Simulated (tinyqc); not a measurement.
# Gupta-type many-body potential for a metal, step by step

A worked calculation. Computed by tinyqc, a small Python program that keeps every step. Command: `OMP_NUM_THREADS=1 python tinyqc.py 3019610 3019611 out.jsonl gupta walk`. One thread of a shared host (Intel(R) Xeon(R) Processor @ 2.30GHz), about 0.01 s of CPU time with the checks. Intermediate numbers are printed to about 6 digits and carried at full precision; extremes and crossings named in words are read from the listed rows.

E_i = sum_j A exp(-p (r_ij/r0 - 1)) - xi rho_i^gamma, with rho_i = sum_j exp(-2 q (r_ij/r0 - 1)); gamma = 1/2 is the tight-binding second-moment form. The crystal is fcc unless stated; d is the neighbour distance and a fixed number of shells is kept.

Inputs (values chosen for the exercise, modelled on nickel):
```
quantity                  value      unit
repulsion A               0.039        eV
hopping xi                 1.11        eV
decay p                    17.4         -
decay q                    1.16         -
reference distance r0     2.491  angstrom
shells kept                   3         -
embedding exponent gamma    0.5         -
```

Surface: (110).

Constants: 1 eV/angstrom^3 = 160.2176634 GPa; 1 eV/angstrom^2 = 16.02176634 J/m^2.

## Equilibrium of the fcc crystal

fcc shells: d sqrt(k), k = 1..5, with 12, 6, 24, 12, 24 atoms; Omega = d^3/sqrt2. Equilibrium: dE/dd = 0; B = d^2 E''(d)/(9 Omega).

neighbour distance d = 2.51934 angstrom

lattice constant = 3.56289 angstrom

cohesive energy E_c = 4.33750 eV

bulk modulus B = 170.119 GPa

## Shell terms at equilibrium

Repulsion and density of one neighbour in each shell, and their sums.

Shells:
```
shell  count  r (angstrom)  repulsion (eV)   density
1         12       2.51934     3.19954e-02  0.973949
2          6       3.56289     2.18463e-05  0.368504
3         24       4.36363     8.13284e-08  0.174806
```

repulsive energy = 0.384078 eV

density rho = 18.0938

The band term is -xi rho^gamma = -4.7216 eV; with the repulsion it gives -E_c.

## Unrelaxed vacancy

Each neighbour j of the vacancy loses one repulsive term and one density term: E_v = sum_shells count x {-repulsion - xi [(rho - density)^gamma - rho^gamma]}. (The removed atom returns to a bulk-like site, so its own energy cancels.)

vacancy energy E_v = 2.00062 eV

ratio E_v/E_c, E_c = xi rho^gamma less the repulsive energy = 0.461237

A pair potential gives E_v = E_c; here the ratio is 0.46, as the remaining bonds of the neighbours strengthen when one is lost.

## Elastic constants

Second derivatives of E/Omega at equilibrium under homogeneous strain: e_xx = h gives C11; e_xx = -e_yy = h gives 2 (C11 - C12); e_xy = e_yx = h/2 gives C44.

C11 = 237.996 GPa

C12 = 136.180 GPa

C44 = 120.942 GPa

Cauchy pressure C12 - C44 = 15.2379 GPa

C12/C44 = 1.13; pair forces would give 1. The excess comes from the curvature of the embedding term.

## The (110) surface

Cut the crystal without relaxation; an atom in layer l keeps the neighbours that lie below the surface plane. Excess = E_i + E_c. Surface energy = sum of excesses over the layers, divided by the area per surface atom: (sqrt3/2) d^2 for (111), d^2 for (100), sqrt2 d^2 for (110).

Layers:
```
layer  nearest neighbours  repulsion (eV)      rho  excess (eV)
1                       7        0.224056  10.7389     0.924052
2                      11        0.352038  15.3340     0.342935
3                      12        0.384077  17.3945     0.092130
```

excess per surface atom = 1.35912 eV

surface energy = 2.42593 J/m^2

## Three surfaces against bond counting

Bond counting with pair bonds charges E_c/12 for each missing nearest neighbour: 3, 4 and 6 per surface cell.

Surfaces:
```
face   missing bonds  excess (eV)  bond counting (eV)     ratio  surface energy (J/m^2)
(111)              3      0.77109             1.08438  0.711089                 2.24755
(100)              4      0.93305             1.44583  0.645334                 2.35526
(110)              6      1.35912             2.16875  0.626682                 2.42593
```

The order of surface energies is (111) < (100) < (110), with (110)/(111) = 1.079 against 1.225 from counting first-neighbour bonds. The excess is 0.63 to 0.71 of the bond-counting value: atoms with fewer neighbours have stronger bonds. Further shells enter the excess but not the count. Caution: relaxation, left out here, lowers surface energies. Caution: fitted second-moment potentials usually give surface energies well below measured ones.

## Energy against coordination

Nearest neighbours only, z equal bonds relaxed to their best length: r/r0 = 1 + ln[A p z^(1 - gamma)/(2 q gamma xi)]/(p - 2 q gamma), E = z A exp(-p (r/r0 - 1)) - xi [z exp(-2 q (r/r0 - 1))]^gamma.

Relaxed bonds:
```
z   r (angstrom)  E per atom (eV)  E/z (eV)
1        2.39276         -1.08450  -1.08450
2        2.44592         -1.49621  -0.74811
3        2.47701         -1.80613  -0.60204
4        2.49907         -2.06422  -0.51606
6        2.53017         -2.49180  -0.41530
8        2.55223         -2.84787  -0.35598
9        2.56127         -3.00795  -0.33422
12       2.58333         -3.43777  -0.28648
```

Bonds lengthen from 2.393 to 2.583 angstrom between z = 1 and 12, and |E| grows as z^0.464, the exponent gamma (p - 2q)/(p - 2 q gamma) = 0.464; pair bonds would give z^1 at a fixed length.

Checks made by the program: sum of the shell terms (relative difference below 1e-10); (C11 + 2 C12)/3 against B (relative difference 9e-10).
